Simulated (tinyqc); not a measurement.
Which roughness does what: X-ray reflectivity of a thin film on silicon: critical angles, Parratt recursion, fringes and roughness. Computed by tinyqc, a small Python program. Command: `OMP_NUM_THREADS=1 python tinyqc.py 3121204 3121205 out.jsonl xrr walk`. One thread of a shared host (Intel(R) Xeon(R) Processor @ 2.30GHz), about 0.01 s of CPU time with the checks.

n = 1 - delta + i beta; the classical electron radius is r_e = 2.8179403e-6 nm. Layer 0 is vacuum, 1 the film, 2 the substrate.

Inputs (values chosen for the exercise, modelled on TiN on silicon, copper K-alpha radiation):

| quantity | value | unit |
|---|---|---|
| wavelength lambda | 0.15406 | nm |
| film density rho | 5.36 | g/cm^3 |
| effective electrons per unit mass, film | 0.466 | mol/g |
| beta/delta, film | 0.071 | - |
| film thickness d | 23.3 | nm |
| roughness of the surface sigma_1 | 0.85 | nm |
| roughness of the interface sigma_2 | 0.11 | nm |
| substrate density | 2.33 | g/cm^3 |
| effective electrons per unit mass, substrate | 0.507 | mol/g |
| beta/delta, substrate | 0.023 | - |
| grazing angle theta | 2.36 | degrees |

Constants: N_A = 6.02214076e+23 1/mol.

Method:
- delta = r_e lambda^2 rho_e/(2 pi), rho_e = density x electrons per mass x N_A; critical angle sqrt(2 delta), q_c = 4 sqrt(pi r_e rho_e).
- k_j = (2 pi/lambda) sqrt(sin^2 theta - 2 delta_j + 2 i beta_j); r_ij = (k_i - k_j)/(k_i + k_j) x exp(-2 k_i k_j sigma^2) (Nevot-Croce); r = (r_01 + r_12 p)/(1 + r_01 r_12 p), p = exp(2 i k_1 d); R = |r|^2.
- Far above the critical angle the period is d theta = lambda/(2 d), or 2 pi/d in q; the envelope runs between (|r_01| - |r_12 p|)^2 and (|r_01| + |r_12 p|)^2; contrast = 2 a b/(a^2 + b^2) with a = |r_01|, b = |r_12 p|; roughness factors on the amplitudes are about exp(-q^2 sigma^2/2).
- R is averaged over one period above each angle (64 points); contrast = (max - min)/(max + min) of R theta^4 over that period. Cases: smooth; only sigma_1; only sigma_2; both.

period in theta = 0.189420 degrees

Constants:

| layer | rho_e (1/nm^3) | delta | beta | critical angle (degrees) | q_c (1/nm) |
|---|---|---|---|---|---|
| film | 1504.19 | 1.60115e-05 | 1.13682e-06 | 0.324231 | 0.461585 |
| substrate | 711.40 | 7.57263e-06 | 1.74170e-07 | 0.222977 | 0.317437 |

Mean R and contrast:

| theta (degrees) | R smooth | contrast | R, sigma_1 | contrast, sigma_1 | R, sigma_2 | contrast, sigma_2 | R, both | contrast, both |
|---|---|---|---|---|---|---|---|---|
| 0.8 | 0.0014223 | 0.76096 | 6.2486e-04 | 9.4870e-01 | 0.0014184 | 0.75699 | 6.2065e-04 | 0.94620 |
| 1.2 | 0.0003381 | 0.78964 | 9.3463e-05 | 8.5778e-01 | 0.0003357 | 0.77940 | 9.1011e-05 | 0.86731 |
| 1.8 | 0.0000736 | 0.79896 | 1.4903e-05 | 3.0497e-01 | 0.0000724 | 0.77801 | 1.3740e-05 | 0.32114 |
| 2.5 | 0.0000199 | 0.80623 | 4.0238e-06 | 3.5537e-02 | 0.0000193 | 0.76496 | 3.4212e-06 | 0.03443 |
| 3.5 | 0.0000054 | 0.81093 | 1.1066e-06 | 1.1937e-03 | 0.0000051 | 0.73421 | 8.0859e-07 | 0.01521 |

What follows from these numbers?

At 2.5 degrees sigma_1 alone multiplies the mean R by 0.20 and sigma_2 alone by 0.97; the contrast goes from 0.81 (smooth) to 0.04 and 0.76.
